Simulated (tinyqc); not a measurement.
Deal-Grove kinetics of thermal oxidation of silicon: one step, computed by the program tinyqc.

Oxidant diffuses through the oxide and reacts at the interface, so that dx/dt = B/(A + 2x) for the oxide thickness x.

Question. Thickness after the oxidation. tau = (x_i^2 + A x_i)/B and x = (A/2) [sqrt(1 + 4 B (t + tau)/A^2) - 1], the root of x^2 + A x = B (t + tau). Silicon consumed is 0.44 times the oxide grown; the rate is B/(A + 2x).

Inputs (values chosen for the exercise, close to those used for silicon): temperature T = 1200 C; initial oxide x_i = 0.005 um; time t = 1.4 h.

Ambient: dry oxygen. Surface: (100).

length A = 0.09187465 um

parabolic constant B = 0.05272169 um^2/h

Give: tau; oxide thickness x; silicon consumed; final growth rate.

Answer.

tau = 0.0091874 h

oxide thickness x = 0.23048 um

silicon consumed = 0.099210 um

final growth rate = 0.095367 um/h

2x/A = 5.02: diffusion through the oxide limits the rate. Caution: dry oxides grow faster than Deal-Grove predicts below about 0.03 um, so a start from a thinner film underestimates the thickness (a common remedy is x_i = 0.025 um).
